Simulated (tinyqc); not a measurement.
# Worked calculation: junctionless gate-all-around wire, depletion approximation

Numbers from tinyqc (`OMP_NUM_THREADS=1 python tinyqc.py 2460156 2460157 out.jsonl`; about 0.01 s on one thread of a shared Intel Xeon 2.30GHz). Printed values are rounded.

A uniformly doped n-type wire of radius R under a surrounding gate; long channel. Below flat band a shell from radius rc to R is fully depleted and the neutral core, at channel potential V (0 at the source, Vd at the drain), carries the current with constant mobility; s = (rc/R)^2 is the share of the cross-section that conducts. The edge of the depleted shell is taken as abrupt, so there is no subthreshold current.

Values chosen for this exercise; material values close to those of silicon:
```
symbol   value        unit                                      meaning
eps_r     11.7               relative permittivity of the semiconductor
eox          9              relative permittivity of the gate insulator
tox        8.7          nm                          insulator thickness
R           15          nm                                  wire radius
Nd      1.7e18       cm^-3                                donor density
Vfb       0.35           V                            flat-band voltage
mu          56  cm^2/(V s)               effective mobility in the wire
L          0.1          um                                  gate length
Vg        0.18           V                                 gate voltage
Vd           1           V                                drain voltage
```

Constants: q = 1.602176634e-19 C, eps0 = 8.8541878128e-14 F/cm where lengths are in cm. Results are converted to the units shown.

## Voltages that deplete the wire

Cox = eps0 eox/(R ln(1 + tox/R)); A = q Nd R^2/(4 eps0 eps_r); B = q Nd R/(2 Cox); VT = Vfb - A - B.

Cox = 1.16140 uF/cm^2
A = 0.147893 V
B = 0.175890 V
VT = 0.0262174 V

Of the 0.324 V needed, 54.3 % drops over the insulator. The device is normally off.

## Iteration 1: conducting share at the source by Newton steps

s at the start = 0.5

With V = 0: f = A (1 - s + s ln s) + B (1 - s) - (Vfb - Vg); f' = A ln s - B; s(new) = s - f/f'.

f = -0.0593645 V
f' = -0.278401 V
s after iteration 1 = 0.286766

## Iteration 2: conducting share at the source by Newton steps

As before.

f = 0.00795791 V
f' = -0.360621 V
s after iteration 2 = 0.308834

## Course of the iteration: conducting share at the source by Newton steps

Stop when s changes by less than 1e-11, or after 30 iterations. s must stay positive.

Course of the iteration:
```
iteration         s  |change|
1          0.286766     0.213
2          0.308834    0.0221
3          0.309184   3.50e-4
4          0.309184   8.40e-8
5          0.309184   < 1e-13
```

Converged in 5 iterations. At the end the number of correct digits about doubles with each step.

## Core radius, conductance and current

s0 = 0.309184
sL = 0

s solves Vfb - Vg + V = A (1 - s + s ln s) + B (1 - s), and s = 0 where the left side exceeds A + B. I = (q mu Nd pi R^2/L)[g(s0) - g(sL)], g = A (s^2/4 - (s^2/2) ln s) + B s^2/2, with s0 at V = 0 and sL at V = Vd. rc = R sqrt(s0); the small-signal conductance at Vd = 0 is q mu Nd pi R^2 s0/L.

rc at the source = 8.34065 nm
conductance = 3.33347 uS
I = 0.218208 uA

The drain end is pinched off, so the current is saturated.
